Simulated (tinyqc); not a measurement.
Margin needed against array size.

Cells fail independently with probability Q(k) = erfc(k/sqrt(2))/2 when the margin is k standard deviations, and Y = exp(-Nb Q(k)). phi = exp(-k^2/2)/sqrt(2 pi).  k solves Y = exp(-Nb Q(k)); the estimate is sqrt(2 ln(Nb/(-ln Y))).

Parameters, values chosen for the exercise: wanted yield Y = 0.99.

Results:
```
Nb	allowed Q	k	estimate
512	1.963e-5	4.112	4.656
8192	1.227e-6	4.712	5.217
131072	7.668e-8	5.248	5.724
2097152	4.792e-9	5.738	6.190
536870912	1.872e-11	6.614	7.029
8589934592	1.170e-12	7.013	7.413
```

Estimate the missing row, Nb = 33554432.

Computed row:
```
Nb	allowed Q	k	estimate
33554432	2.995e-10	6.191	6.623
```

With this row back in the table: A 1.68e7-fold larger array raises k only from 4.11 to 7.01; the last factor of 16 costs 0.40 standard deviations. The estimate, which drops the factor 1/(k sqrt(2 pi)) of the tail, is 13 % above k in the first row and 5.7 % above it in the last.

Program tinyqc, `OMP_NUM_THREADS=1 python tinyqc.py 2090101 2090102 out.jsonl`; Intel Xeon 2.30GHz, shared host, one thread, about 0.02 s.
